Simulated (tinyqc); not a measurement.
Inside a calculation. Model: current crowding under a contact, resistor ladder against the transmission-line model.

Numbers from tinyqc (`OMP_NUM_THREADS=1 python tinyqc.py 2760146 2760147 out.jsonl`; about 0.01 s on one thread of a shared Intel Xeon 2.30GHz). Printed values are rounded.

A metal contact of length d and width W on a thin layer of the same width. The metal has no resistance, the sheet resistance under it equals Rsh, and current enters the layer at the front edge x = 0.

Parameters, values chosen for the exercise:

| symbol | value | unit | meaning |
|---|---|---|---|
| Rsh | 190 | ohm/sq | sheet resistance of the semiconductor layer |
| rc | 6.7e-8 | ohm cm^2 | specific contact resistivity |
| d | 0.86 | um | contact length |
| W | 7.9 | um | contact width |
| n | 6 |  | cells |
| I | 2 | mA | current |

## Conductances of the ladder

Cut the contact into n cells of length hc = d/n. Neighbouring cell centres are joined by a = W/(Rsh hc), each centre joins the metal (0 V) by g = W hc/rc, and I enters cell 1 through half a cell: -a v_(i-1) + b_i v_i - a v_(i+1) = I for i = 1 and 0 otherwise, b_i = g + 2 a (g + a at both ends). Rc = v_1/I + 1/(2 a).

a = 0.290086 S
g = 0.169005 S
b_i, cell 1 to 6 (S): 0.459091  0.749176  0.749176  0.749176  0.749176  0.459091

## Voltages and the share of the current

Cut the contact into n cells of length hc = d/n. Neighbouring cell centres are joined by a = W/(Rsh hc), each centre joins the metal (0 V) by g = W hc/rc, and I enters cell 1 through half a cell: -a v_(i-1) + b_i v_i - a v_(i+1) = I for i = 1 and 0 otherwise, b_i = g + 2 a (g + a at both ends). Rc = v_1/I + 1/(2 a). Cell i passes g v_i to the metal.

```
cell  v_i (mV)  share of the current (%)
1      6.22340                   52.5893
2      2.95466                   24.9676
3      1.40731                   11.8921
4      0.67987                    5.7451
5      0.34852                    2.9451
6      0.22022                    1.8609
```

Rc of the ladder = 4.83533 ohm

The first cell passes 52.6 % of the current and the last 1.86 %; an even spread would give 16.7 % each.

## The transmission-line result

Transfer length Lt = sqrt(rc/Rsh); front resistance Rc = (Rsh Lt/W) coth(d/Lt); end resistance Re = (Rsh Lt/W)/sinh(d/Lt). v(x) = I (Rsh Lt/W) cosh((d - x)/Lt)/sinh(d/Lt) at the cell centres x = (i - 1/2) d/n.

Lt = 0.187785 um
Rc = 4.51730 ohm
Re = 0.0926660 ohm
v(x), cell 1 to 6 (mV): 6.16901  2.87792  1.34651  0.63841  0.32067  0.19899

The ladder's Rc is 7.0 % above this value, with cells 0.76 Lt long.
